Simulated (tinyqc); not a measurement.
Monte Carlo simulation of one carrier in a uniform electric field: one step, computed by the program tinyqc. Command: `OMP_NUM_THREADS=1 python tinyqc.py 3031654 3031655 out.jsonl mcfl walk`. One thread of a shared host (Intel(R) Xeon(R) Processor @ 2.30GHz), about 4 s of CPU time with the checks.

The force e F acts along +z. Flights end at the constant total rate Gamma; the part of Gamma that the real rates do not fill is self-scattering, which leaves k unchanged. One valley, no impurities and no intervalley scattering.

Task: Flight 1. Kane band: hbar^2 k^2/(2 m) = E (1 + alpha E), speed v = hbar k/(m (1 + 2 alpha E)), states per spin, volume and energy g(E) = m k (1 + 2 alpha E)/(2 pi^2 hbar^2); overlap factors are set to 1. Masses are multiplied by m_0 and all formulas are in SI units. Flight: t = -ln(r1)/Gamma; k_z grows by e F t/hbar; E follows from the band; dz = (E_end - E_start)/(e F). Use row 1 of the random numbers.

Inputs (values chosen for the exercise, for a model polar semiconductor):

| quantity | value | unit |
|---|---|---|
| effective mass m | 0.034 | m_0 |
| non-parabolicity alpha | 1.4 | 1/eV |
| lattice temperature T | 500 | K |
| electric field F | 0.17 | kV/cm |

Crystal: polar. Band: Kane.

starting wave vector (1/nm): -0.0037  0.16  -0.23

Random numbers (0.02 to 0.98, from up to 60 sets tried for early real events), one row a flight:
```
       r1      r2      r3      r4
1  0.1070  0.2236  0.6944  0.9057
2  0.4766  0.7379  0.6698  0.3726
3  0.8167  0.8056  0.5447  0.5102
4  0.5114  0.5349  0.7455  0.6212
5  0.6170  0.1387  0.8725  0.3207
6  0.6060  0.2540  0.3350  0.7978
7  0.4261  0.1789  0.4030  0.6353
```

Gamma = 13.27400 1e12/s

Constants: e = 1.602176634e-19 C; hbar = 1.054571817e-34 J s; m_0 = 9.1093837015e-31 kg.

Give: flight time t; k at the end of the flight; energy at the end; displacement dz.

Result:

flight time t = 168.4 fs

k at the end of the flight (1/nm): -0.0037  0.1600  -0.2257

energy at the end = 77.38 meV

displacement dz = -107.1 nm
